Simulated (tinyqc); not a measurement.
Retention against temperature.

Retention: filled traps are spread evenly in depth from E1 to E2, and each empties at the rate nu exp(-E/kB T). The share left is the mean of exp(-nu t exp(-E/kB T)) = [kB T/(E2 - E1)] [E1x(nu t exp(-E2/kB T)) - E1x(nu t exp(-E1/kB T))], E1x the exponential integral; traps shallower than about Ed = kB T ln(nu t) are empty. t = 3.15576e8 s; the last column is the bake time at 523 K with the same Ed.

Inputs (values chosen for the exercise):
- E1 = 1.02 eV (shallowest trap depth)
- E2 = 1.97 eV (deepest trap depth)
- nu = 1e13 1/s (attempt frequency)

Constants: q = 1.602176634e-19 C, kB = 1.380649e-23 J/K, Vt = kB T/q. Results are converted to the units shown.

Results:
```
T (K)  Ed (eV)  share left  equivalent bake at 523 K (s)
300      1.280      0.7109                        0.2149
328      1.399      0.5837                         3.042
358      1.527      0.4474                         52.05
378      1.613      0.3565                         345.6
423      1.804      0.1525                       2.446e4
448      1.911     0.04691                       2.607e5
```

Estimate the missing row, T = 398 K.

Computed row:
```
T (K)  Ed (eV)  share left  equivalent bake at 523 K (s)
398      1.698      0.2657                          2295
```

With this row back in the table: The share left falls from 0.711 to 0.0469. Apart from the width of the edge only the product T ln(nu t) counts, so ten years at 358 K equal 52.0 s at 523 K; no single activation energy describes the loss, since Ed itself moves.

Computed by the program tinyqc: `OMP_NUM_THREADS=1 python tinyqc.py 2130148 2130149 out.jsonl`, one thread of a shared Intel Xeon 2.30GHz, about 0.06 s for the whole run.
